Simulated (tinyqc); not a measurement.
Free and trapped electrons in a MOS channel with a dense trap tail: one step of the calculation.

p-type body, charge-sheet picture, full ionisation (an idealisation for deep acceptors), Boltzmann statistics for free electrons. e = Ec - EF at the surface. Acceptor-like traps of density D(E) = D0 + De exp(-E/Ew) at depth E below Ec, from 0 to Eu, hold n_t = integral of D(E)/(1 + exp((e - E)/Vt)). psi = Eg - Vt ln(Nv/Na) - e; N_dep = sqrt(2 eps0 eps_r Na (psi - Vt)/q); n_f = sqrt(N_dep^2 + 2 eps0 eps_r Vt Nc exp(-e/Vt)/q) - N_dep; Vg = Vfb + psi + q (N_dep + n_t + n_f)/Cox, Cox = eps0 eox/tox.

Task. Trapped charge. Trapezoid rule on 13 equal steps from 0 to Eu, f = 1/(1 + exp((e - E)/Vt)).

Values chosen for this exercise; band and dielectric values close to those of 4H silicon carbide:
- T = 300 K (temperature)
- D0 = 3.6e10 cm^-2 eV^-1 (constant background density of acceptor-like traps)
- De = 9.6e12 cm^-2 eV^-1 (density of the tail at the conduction edge)
- Ew = 0.12 eV (decay energy of the tail)
- Eu = 0.53 eV (depth below Ec down to which the traps reach)
- e = 0.134 eV (Ec - EF at the surface)

Constants: q = 1.602176634e-19 C, kB = 1.380649e-23 J/K, Vt = kB T/q. Results are converted to the units shown.

Find: E; D(E) f; n_t.

Result.

```
point    E (eV)  D(E) f (cm^-2 eV^-1)
0             0             5.3749e10
1      0.040769             1.8162e11
2      0.081538             5.6942e11
3       0.12231             1.3610e12
4       0.16308             1.8890e12
5       0.20385             1.6793e12
6       0.24462             1.2686e12
7       0.28538             9.2344e11
8       0.32615             6.6930e11
9       0.36692             4.8710e11
10      0.40769             3.5720e11
11      0.44846             2.6468e11
12      0.48923             1.9881e11
13      0.53000             1.5191e11
```

n_t = 4.0575e11 cm^-2

tinyqc, about 0.02 s, one thread, Intel Xeon 2.30GHz (shared host): `OMP_NUM_THREADS=1 python tinyqc.py 2222189 2222190 out.jsonl`
